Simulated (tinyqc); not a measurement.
Kissinger analysis: growth of a silicide layer between metal and silicon: linear-parabolic kinetics, ramp anneals and Kissinger analysis. Computed by tinyqc, a small Python program. Command: `OMP_NUM_THREADS=1 python tinyqc.py 3002526 3002527 out.jsonl silicide walk`. One thread of a shared host (Intel(R) Xeon(R) Processor @ 2.30GHz), about 0.1 s of CPU time with the checks.

One compound layer of thickness x grows by diffusion through itself and reaction at an interface, dx/dt = 1/(2x/K + 1/v), until the metal is used up at x = a h.

Inputs (values chosen for the exercise, modelled on Ni2Si): metal thickness h = 7.6 nm; silicide formed per metal thickness a = 1.47; prefactor of the parabolic constant K = 3.7e+14 nm^2/s; activation energy E of K = 1.47 eV; prefactor of the interface velocity v = 1.5e+14 nm/s; activation energy E_v = 1.62 eV.

Constants: k_B = 8.617333262e-05 eV/K.

Method:
- The silicide ends at the thickness a h.
- K = K0 exp(-E/(k_B T)), v = v0 exp(-E_v/(k_B T)).
- Temperatures in kelvin are T(C) + 273.15.
- Ramp from x = 0 at 100 C at the rate beta: dx/dT = (1/beta)/(2x/K + 1/v), integrated adaptively (tolerance 1e-9) until x = a h at T_f.
- Plot ln(beta/T_f^2) against 1/(k_B T_f), T_f in kelvin; minus the least-squares slope estimates the activation energy.

final thickness = 11.172 nm

Ramps:
```
beta (C/s)  T_f (C)  1/(k_B T_f) (1/eV)  ln(beta/T_f^2)
0.03         246.10              22.349         -16.011
0.1          263.22              21.635         -14.872
0.3          279.84              20.985         -13.835
1            299.28              20.272         -12.700
3            318.23              19.623         -11.666
10           340.48              18.911         -10.536
30           362.29              18.262          -9.507
```

Kissinger energy = 1.5917 eV

A thousandfold faster ramp raises the completion temperature by only 116 C. The fit gives 1.592 eV, against E = 1.47 eV for diffusion and E_v = 1.62 eV for the interface: it lies 81 % of the way from E to E_v, as both steps resist. Caution: nucleation and competing phases are left out; disilicides such as CoSi2 and the low-resistance form of TiSi2 start by nucleation and follow this law at best in part.

Extremes, crossings and ranges named in words are read from the listed rows.
